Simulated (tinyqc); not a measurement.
What a faster ramp buys: rapid thermal processing of a wafer: radiative balance, ramp and cooling, pattern effects, pyrometer error and spike budget. Computed by tinyqc, a small Python program. Command: `OMP_NUM_THREADS=1 python tinyqc.py 3111438 3111439 out.jsonl rtp walk`. One thread of a shared host (Intel(R) Xeon(R) Processor @ 2.30GHz), about 0.04 s of CPU time with the checks.

The wafer is opaque and uniform through its thickness unless said otherwise; temperatures in formulas are in kelvin (C + 273.15). sigma = 5.670374419e-12 W/(cm^2 K^4).

Inputs (values chosen for the exercise, modelled on a hot silicon wafer):
```
quantity                                              value         unit
wafer thickness d                                       525   micrometre
heat capacity per volume C                             2.19   J/(cm^3 K)
thermal conductivity k                                 0.23     W/(cm K)
emissivity eps of each face                            0.63            -
reflectivity of the chamber walls r                    0.45            -
gas heat-transfer coefficient h, both faces together    2.5  mW/(cm^2 K)
wall temperature T_w                                    350            K
process temperature                                     662            C
starting temperature                                    400            C
ramp rate                                                32          K/s
activation energy of the process E_a                    2.7           eV
```

Constants: k_B = 8.617333262e-05 eV/K.

Method:
- Effective emissivity between parallel grey plates: eps_eff = 1/(1/eps + 1/(1 - r) - 1). Loss per area q(T) = 2 eps_eff sigma (T^4 - T_w^4) + h (T - T_w).
- Absorbed power during a ramp = q(T) + C d x ramp rate; thermal time constant tau = C d/(dq/dT), dq/dT = 8 eps_eff sigma T^3 + h; natural cooling rate q/(C d); front-to-back difference under one-sided heating at the end of the ramp = (absorbed power) d/(2 k).
- Cooling with the lamps off: C d dT/dt = -q(T), integrated adaptively (relative tolerance 1e-10).
- Spike anneal: linear ramp to the peak, then lamps off. Equivalent time at the peak = int exp(-(E_a/k_B)(1/T - 1/T_peak)) dt; estimate (k_B T^2/E_a)(1/ramp rate + 1/cooling rate). The ramp part uses 4000 trapezoid steps, the cooling part 4000 steps over 4 tau.

time constant tau = 6.41527 s

holding power q = 4.99762 W/cm^2

natural cooling rate = 43.4670 K/s

Against the ramp rate:
```
ramp (K/s)  ramp part (s)  cooling part (s)  total (s)  power at the peak (W/cm^2)
10                 2.6378           0.66791     3.3057                        6.15
25                 1.0551           0.66791     1.7230                        7.87
50                 0.5276           0.66791     1.1955                       10.75
100                0.2638           0.66791     0.9317                       16.50
250                0.1055           0.66791     0.7734                       33.74
500                0.0528           0.66791     0.7207                       62.49
1000               0.0264           0.66791     0.6943                      119.97
```

What does the comparison show, and why?

From 10 to 100 K/s the total falls by a factor 3.5, from 100 to 1000 K/s by 1.34: the cooling part, 0.668 s, is a floor, and the natural cooling rate here is 43.5 K/s.

Extremes, crossings and ranges named in words are read from the listed rows.
